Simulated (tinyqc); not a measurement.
Optical transitions of a finite quantum well: sweeps and comparisons. A value that a table varies takes the place of the one given here.

Each carrier sees a square well of width L with its own depth V and masses m (inside), mb (outside); c = hbar^2/2m0, k = sqrt(m E/c), kappa = sqrt(mb (V - E)/c), and level n solves k L + 2 atan[(k/m)/(kappa/mb)] = n pi. The envelope is cos(kz) for odd n and sin(kz) for even n inside, joins exp(-kappa (|z| - L/2)) outside, and is normalised to 1. Excitons and band mixing are left out.

Constants: hbar^2/2m0 = 3.80998211 eV angstrom^2; e^2/(4 pi eps0) = 14.39964547 eV angstrom; hc = 1239.841984 eV nm.

Values chosen for the exercise (near those of an InGaAs well in InP; shifted at random, so the results belong to these values and not to a real crystal): L = 84 angstrom (well width); Vc = 0.262 eV (conduction offset); me = 0.0414 m0 (electron, well); meb = 0.0796 m0 (electron, barrier); eps = 10.9 (background dielectric constant); Nss = (0.12, 0.3, 0.6, 1.2, 1.8, 2.4, 3.6) x 1e12/cm^2 (sheet densities); Eg = 0.82 eV (gap of the well); Vv = 0.354 eV (valence offset); mh = 0.364 m0 (heavy hole along z, well); mhb = 0.513 m0 (heavy hole, barrier); ml = 0.0497 m0 (light hole along z, well); mlb = 0.1198 m0 (light hole, barrier); Ls = (37, 46, 65, 81, 111, 136, 173) angstrom (widths).

## Depolarisation shift

The collective line lies at E12 sqrt(1 + a), a = 8 pi q (n1 - n2) S/(eps E12), q = e^2/(4 pi eps0), S = integral over z of (integral up to z of psi_1 psi_2)^2. Zero temperature with the mass me in both subbands: n1 - n2 = Ns until Ns reaches D E12, D = me/(2 pi c), and D E12 beyond. 1e12/cm^2 = 1e-4/angstrom^2; exchange and the static band bending by the charge are left out.

Line position:
```
Ns (1e12/cm^2)  n1 - n2       a  line (meV)  shift (meV)
0.12              0.120  0.0190      150.84         1.41
0.30              0.300  0.0475      152.94         3.51
0.60              0.600  0.0950      156.37         6.94
1.2               1.200  0.1900      163.01        13.58
1.8               1.800  0.2850      169.39        19.96
2.4               2.400  0.3800      175.54        26.11
3.6               2.584  0.4091      177.38        27.95
```

S = 7.125 angstrom
E12 = 149.43 meV

The upward shift grows from 1.41 to 27.95 meV, 18.7 % of E12 at most. It stops moving once e2 starts to fill, at Ns = 2.58 e12/cm^2. For small a the shift is a E12/2, linear in Ns; in the last row that rule gives 30.57 meV. S/L = 0.0848, against 5/(9 pi^2) = 0.0563 for hard walls.

## Width of the well

Edge wavelength hc/(Eg + e1 + hh1), squared e1-hh1 overlap, lh1 - hh1, and the 1-2 intersubband energy with f_12 = (m1/c) E12 z_12^2, 1/m1 = <1|1/m|1> (dash: e2 unbound).

Results:
```
L (angstrom)  edge (nm)  overlap^2  lh1 - hh1 (meV)  E12 (meV)   f_12
37               1263.9     0.8252             78.7          -      -
46               1308.2     0.8595             66.1          -      -
65               1370.0     0.9028             47.1      185.2  0.722
81               1402.6     0.9243             36.7      155.4  0.958
111              1439.5     0.9484             24.5      105.3  0.974
136              1457.7     0.9605             18.5       78.9  0.969
173              1474.2     0.9717             12.9       54.7  0.965
```

The edge tunes from 1264 to 1474 nm, towards hc/Eg = 1512 nm, while the overlap goes from 0.825 to 0.972. e2 binds at L = pi sqrt(c/(me Vc)) = 58.9 angstrom; f_12 starts from zero there and is 0.722 at 65 angstrom, the rest going to the continuum; among the widths listed it peaks at 0.974 (111 angstrom) and is 0.965 in the widest well, against 0.961 for hard walls.

## What each parameter does

Edge wavelength hc/(Eg + e1 + hh1), squared overlap of e1 and hh1, and the confinement energies. Each row changes one parameter from the base and keeps the others.

Results:
```
case             edge (nm)  overlap^2  e1 (meV)  hh1 (meV)
base                1407.4     0.9274      49.9       11.0
L = 76 angstrom     1393.7     0.9185      56.5       13.1
Eg = 0.836 eV       1382.3     0.9274      49.9       11.0
Vc = 0.301 eV       1403.3     0.9374      52.5       11.0
Vv = 0.425 eV       1407.0     0.9217      49.9       11.3
me = 0.0455 m0      1410.0     0.9347      48.3       11.0
mh = 0.309 m0       1405.2     0.9350      49.9       12.4
meb = 0.0955 m0     1411.7     0.9270      47.3       11.0
```

The largest shifts from the base row, up to three for each result and ties (the steps differ in size, so this ranks the rows, not the parameters). edge (nm): Eg -25.1, L -13.7, meb +4.3. overlap^2: Vc +0.0099, L -0.0090, mh +0.0076; unchanged at the printed digits by Eg. e1 (meV): L +6.6, meb -2.7, Vc +2.6; unchanged at the printed digits by Eg, Vv and mh. hh1 (meV): L +2.1, mh +1.4, Vv +0.3; unchanged at the printed digits by Eg, Vc, me and meb.

Run: tinyqc, `OMP_NUM_THREADS=1 python tinyqc.py 1280159 1280160 out.jsonl`; Intel(R) Xeon(R) Processor @ 2.30GHz, one thread, shared host; about 0.07 s of CPU time with all checks.
